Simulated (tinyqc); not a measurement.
Implanted layer, carriers, mobility and sheet resistance with incomplete ionisation: one step of the calculation.

An n-type layer from the surface x = 0 to the junction xj, N(x) = N0 exp(-(x - Rp)^2/(2 sg^2)). Local neutrality (no depletion at surface or junction, no spilling of carriers), intrinsic carriers neglected, Boltzmann statistics.

Task. Sheet quantities by the trapezoid rule. Dose = integral of N, carrier sheet density = integral of n, 1/Rs = q integral of n mu, mean mobility 1/(q Rs sheet density), Hall mobility (unit Hall factor) = integral of n mu^2 over integral of n mu, Hall sheet density = (integral of n mu)^2/integral of n mu^2; all from 0 to xj.

Constants: q = 1.602176634e-19 C. Results are converted to the units shown.

```
point     x (nm)     N (cm^-3)  n (1e17 cm^-3)  mu (cm^2/(V s))
0        0.00000  7.8501621e16       0.6833912        744.34092
1       29.50957  1.2711564e17       1.1251462        641.73022
2       59.01914  1.8193700e17       1.6020586        565.85559
3       88.52871  2.3016786e17       2.0051670        517.64019
4      118.03827  2.5737715e17       2.2264172        495.37102
5      147.54784  2.5438819e17       2.2023189        497.67712
6      177.05741  2.2224170e17       1.9399045        524.71687
7      206.56698  1.7161522e17       1.5138573        578.06325
8      236.07655  1.1713527e17       1.0359795        659.22170
9      265.58612  7.0667745e16       0.6103821        766.27247
10     295.09568  3.7683950e16       0.2969600        889.19111
11     324.60525  1.7762056e16       0.1026527        1008.0740
12     354.11482        7.4e15       0.0000000        1100.6599
```

Give: dose; carrier sheet density; Rs; mean mobility; Hall mobility; Hall sheet density.

Result.

dose = 5.108e12 cm^-2
carrier sheet density = 4.427e12 cm^-2
Rs = 2479 ohm/square
mean mobility = 568.6 cm^2/(V s)
Hall mobility = 584.0 cm^2/(V s)
Hall sheet density = 4.310e12 cm^-2

Carriers make up 86.7 % of the dose. A Hall measurement weights the mobile tail, so its sheet density is 2.6 % below the true one.

Numbers from tinyqc (`OMP_NUM_THREADS=1 python tinyqc.py 2110103 2110104 out.jsonl`; about 0.01 s on one thread of a shared Intel Xeon 2.30GHz).
